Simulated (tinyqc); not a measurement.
Tuning the antireflection layer: standing waves and exposure in a photoresist film.

Normal incidence from air. Unexposed resist: N1 = n1 + i k1 with k1 = (A + B) lam/(4 pi), lam in micrometres. r01 = (1 - N1)/(1 + N1), t01 = 2/(1 + N1). Below the resist lie the layer Na = na + i ka and the substrate Ns = ns + i ks: r12 = (r1a + ras x)/(1 + r1a ras x), x = exp(4 pi i Na da/lam), r1a = (N1 - Na)/(N1 + Na), ras = (Na - Ns)/(Na + Ns). With p = exp(2 pi i N1 d/lam), the field at depth z is E(z) = t01 [exp(2 pi i N1 z/lam) + r12 p^2 exp(-2 pi i N1 z/lam)]/(1 + r01 r12 p^2), the relative intensity I(z) = n1 |E(z)|^2 and the reflectance R = |(r01 + r12 p^2)/(1 + r01 r12 p^2)|^2.

Values chosen for the exercise (a resist on Cu, indices near tabulated ones; not measured data): lam = 193 nm (vacuum wavelength); n1 = 1.687 (resist index); A = 0.04 1/micrometre (bleachable absorption (Dill A)); B = 0.68 1/micrometre (fixed absorption (Dill B)); d = 131 nm (resist thickness); ns = 0.952 (substrate n); ks = 1.439 (substrate k); na = 1.794 (n of the bottom antireflection layer); ka = 0.333 (its k).

da takes the values listed; the contrast is (Imax - Imin)/(Imax + Imin) over the lowest period of the resist (60 depths).

Results:

| da (nm) | \|r12\|^2 | contrast |
|---|---|---|
| 0 | 0.2845 | 0.814 |
| 10 | 0.1259 | 0.615 |
| 20 | 0.0337 | 0.356 |
| 30 | 0.0293 | 0.337 |
| 40 | 0.0559 | 0.428 |
| 50 | 0.0591 | 0.440 |
| 60 | 0.0311 | 0.326 |
| 75 | 0.0004 | 0.033 |
| 90 | 0.0131 | 0.210 |
| 110 | 0.0165 | 0.237 |
| 140 | 0.0081 | 0.165 |

|r12|^2 starts at 0.2845 and is lowest, 0.0004, at 75 nm of those listed, where the contrast is 0.033 against 0.814. The contrast follows 2|r|/(1 + |r|^2), so even |r12|^2 = 0.01 leaves about 0.2. Values below 0.01 occur at 75 and 140 nm.

tinyqc: `OMP_NUM_THREADS=1 python tinyqc.py 1650827 1650828 out.jsonl`; about 0.01 s, one thread, shared Intel(R) Xeon(R) Processor @ 2.30GHz.
